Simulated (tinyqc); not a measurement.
Inside a calculation. Model: surface potential of a MOS transistor: implicit equation and explicit approximations.

Program tinyqc, `OMP_NUM_THREADS=1 python tinyqc.py 2122138 2122139 out.jsonl`; Intel Xeon 2.30GHz, shared host, one thread, about 0.01 s. Printed values are rounded.

p-type body, charge-sheet picture, depletion and inversion only, full ionisation (an idealisation for deep acceptors), Boltzmann statistics (rough once Na exp(x - xn) passes about Nc/7). In units of Vt: xg = (Vg - Vfb)/Vt, x = psi/Vt, G = gamma/sqrt(Vt), xn = (2 phiF + Vc)/Vt. The implicit equation is (xg - x)^2 = G^2 [x - 1 + exp(x - xn)] for x above about 3. Cox = eps0 eox/tox.

Values chosen for this exercise; band and dielectric values close to those of germanium: temperature T = 300 K; band gap Eg = 0.663 eV; relative permittivity eps_r = 15.7; conduction-band density of states at T Nc = 1.05e19 cm^-3; valence-band density of states at T Nv = 6.05e18 cm^-3; relative permittivity of the gate insulator (close to zirconium oxide) eox = 25.6; insulator thickness tox = 30 nm; acceptor density Na = 2.5e17 cm^-3; flat-band voltage Vfb = -0.73 V; channel-body voltage Vc = 1 V; gate-body voltage Vg = 1.8 V.

Constants: q = 1.602176634e-19 C, kB = 1.380649e-23 J/K, Vt = kB T/q, eps0 = 8.8541878128e-14 F/cm where lengths are in cm. Results are converted to the units shown.

Range of the model: The electron quasi-Fermi level lies less than 2 Vt below the band edge at the surface, or above it, where degeneracy and confinement, left out, matter.

## Scales

ni = sqrt(Nc Nv) exp(-Eg/(2 Vt)), Eg in volts; phiF = Vt ln(Na/ni); gamma = sqrt(2 q eps0 eps_r Na)/Cox; VT = Vfb + Vt (xn + G sqrt(xn - 1)).

phiF = 0.242000 V
gamma = 0.441669 V^0.5
G = 2.74694
xn = 57.4037
VT = 1.28733 V
xg = 97.8648

## Explicit approximation

Depletion value a = 1 + [sqrt(G^2/4 + xg - 1) - G/2]^2; inversion value b = xn + ln[(xg - xn)^2/G^2 - xn + 1] and first guess y = min(a, b) - ln(1 + exp(-|a - b|)) if a > xn + 1, else b = y = a; one second-order correction with D = exp(y - xn), p = 2 (xg - y) + G^2 (1 + D), w = (xg - y)^2 - G^2 (y - 1 + D): z = y + 2 w/(p + sqrt(p^2 - 2 (2 - G^2 D) w)), or the Newton step z = y + w/p where the root is not real.

a = 74.3402
b = 62.4823
y = 62.4823
p = 1289.80
w = -423.494
z = 62.0769

The root of the implicit equation is x = 62.0906; y misses it by 0.39 and z by -0.014, in units of Vt.

## Starting value

x = a rounded to two decimals.

x at the start = 74.34

## Iteration 1: new x

D = exp(x - xn), f = (xg - x)^2 - G^2 (x - 1 + D), f' = -2 (xg - x) - G^2 (1 + D), x(new) = x - f/f'.

D = 2.26645e7
f = -1.71020e8
f' = -1.71020e8
x after iteration 1 = 73.3400

## Iteration 2: new x

As before.

D = 8.33780e6
f = -6.29145e7
f' = -6.29147e7
x after iteration 2 = 72.3400

## Iteration 3: new x

As before.

D = 3.06731e6
f = -2.31449e7
f' = -2.31451e7
x after iteration 3 = 71.3400

## Course of the iteration

Stop when the step is below 1e-11, or after 60 iterations.

Course of the iteration:

| iteration | x before the step | step |
|---|---|---|
| 1 | 74.34 | -1.00 |
| 2 | 73.3400 | -1.00 |
| 3 | 72.3400 | -1.00 |
| 4 | 71.3400 | -1.00 |
| 5 | 70.3400 | -1.00 |
| 6 | 69.3401 | -1.00 |
| 7 | 68.3404 | -0.999 |
| 8 | 67.3415 | -0.997 |
| 9 | 66.3447 | -0.990 |
| 10 | 65.3546 | -0.970 |
| 11 | 64.3845 | -0.912 |
| 12 | 63.4721 | -0.764 |
| 13 | 62.7082 | -0.469 |
| 14 | 62.2395 | -0.139 |
| 15 | 62.1003 | -9.69e-3 |
| 16 | 62.0906 | -4.30e-5 |
| 17 | 62.0906 | -8.41e-10 |
| 18 | 62.0906 | 0 |

Converged in 18 iterations. In 10 iterations the step is within 5 % of -1, the mark of an exponential that dominates f.

## Potential, charges and gate control

converged x = 62.0906

psi = Vt x; N_dep = Cox Vt G sqrt(x - 1)/q; N_inv = (Cox Vt G/q) [sqrt(x - 1 + exp(x - xn)) - sqrt(x - 1)]; dpsi/dVg = 1/[1 + G^2 (1 + exp(x - xn))/(2 (xg - x))].

psi = 1.60517 V
N_dep = 2.61751e12 cm^-2
N_inv = 1.7438e12 cm^-2
dpsi/dVg = 0.0796828

psi lies 4.7 Vt above 2 phiF + Vc.
